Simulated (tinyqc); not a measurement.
Length of a molecular wire: coherent transport through a tight-binding bridge. Computed by the program tinyqc. T = Gamma_L Gamma_R |G_1n|^2 with the self-energies of semi-infinite chains.

A uniform bridge between two chains:
```
parameter,value
site energy (eV),1.230000
hopping in the bridge (eV),1.450000
lead hopping (eV),2.060000
couplings (eV),"1.11, 0.4"
E (eV),0.470000
```

Transmission against length:
```
sites,T,ln T
2,1.5086e-01,-1.8914
3,8.5405e-02,-2.4603
4,3.8555e-01,-0.9531
5,7.5531e-02,-2.5832
6,2.5078e-01,-1.3832
7,1.0748e-01,-2.2304
8,1.0657e-01,-2.2390
9,2.5447e-01,-1.3686
10,7.5417e-02,-2.5847
```

What does the comparison show, and why?

E lies inside the band of the bridge (|E - e|/2h = 0.262 < 1): T does not decay but oscillates with length, between 0.075 and 0.386 here, as levels of the bridge pass E.
